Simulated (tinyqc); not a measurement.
Geometry relaxation of a small cluster: one step, computed by the program tinyqc. Command: `OMP_NUM_THREADS=1 python tinyqc.py 3022489 3022490 out.jsonl relax walk`. One thread of a shared host (Intel(R) Xeon(R) Processor @ 2.30GHz), about 0.01 s of CPU time with the checks.

E = sum_(i<j) phi(r_ij), phi(r) = eps [exp(-2 alpha (r - r0)) - 2 exp(-alpha (r - r0))]; the force on i is -sum_j phi'(r_ij) (R_i - R_j)/r_ij.

Task: The first two steps. Steepest descent: R(new) = R + eta F. No atom moves more than 0.3 angstrom a step (the whole step is scaled). Stop when the largest force component is below 1e-5 eV/angstrom.

Inputs (values chosen for the exercise, for model atoms): length r0 = 2.8 angstrom; well depth eps = 0.65 eV; stiffness alpha = 1.28 1/angstrom; step factor eta = 0.11 angstrom^2/eV.

Potential: Morse. Method: steepest descent.

starting positions (angstrom), rows atom 1, atom 2, atom 3, atom 4, columns x, y, z:
```
[[0.05, -0.22, 0.07],
 [2.84, -0.16, -0.15],
 [1.28, 2.55, 0.01],
 [1.33, 0.88, 2.12]]
```

Give: positions after step 1; energy after step 1; positions after step 2; energy after step 2.

Result:

positions after step 1 (angstrom), rows atom 1, atom 2, atom 3, atom 4, columns x, y, z:
```
[[0.0424, -0.2067, 0.0347],
 [2.8081, -0.1163, -0.1307],
 [1.2859, 2.5018, -0.0160],
 [1.3636, 0.8712, 2.1620]]
```

energy after step 1 = -3.8086 eV

positions after step 2 (angstrom), rows atom 1, atom 2, atom 3, atom 4, columns x, y, z:
```
[[0.0384, -0.1875, 0.0191],
 [2.7891, -0.0803, -0.1165],
 [1.2903, 2.4572, -0.0339],
 [1.3823, 0.8606, 2.1812]]
```

energy after step 2 = -3.8532 eV
